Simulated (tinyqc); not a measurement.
# Potential step from the flux

Problem. On one interval J = (q mu Vt/hx) [nb B(d) - na B(-d)], B(d) = d/(exp(d) - 1), d = (psi_b - psi_a)/Vt. Find psi_b - psi_a, and the step at which J would vanish.

Values chosen for this exercise:
```
symbol   value        unit                    meaning
T          350           K                temperature
mu        1010  cm^2/(V s)          electron mobility
na        2e14       cm^-3   density at the left node
nb      9.6e14       cm^-3  density at the right node
hx          93          nm               node spacing
```

Constants: q = 1.602176634e-19 C, kB = 1.380649e-23 J/K, Vt = kB T/q. Results are converted to the units shown.

J = 1226.9462 A/cm^2

Solution. B(d) falls and B(-d) rises with d, so J falls steadily with the step and one value matches. J = 0 needs nb/na = exp(d), the Boltzmann ratio.

psi_b - psi_a = -0.06700 V
step for J = 0 = 0.04731 V

Computed by the program tinyqc: `OMP_NUM_THREADS=1 python tinyqc.py 2220114 2220115 out.jsonl`, one thread of a shared Intel Xeon 2.30GHz, about 0.01 s for the whole run.
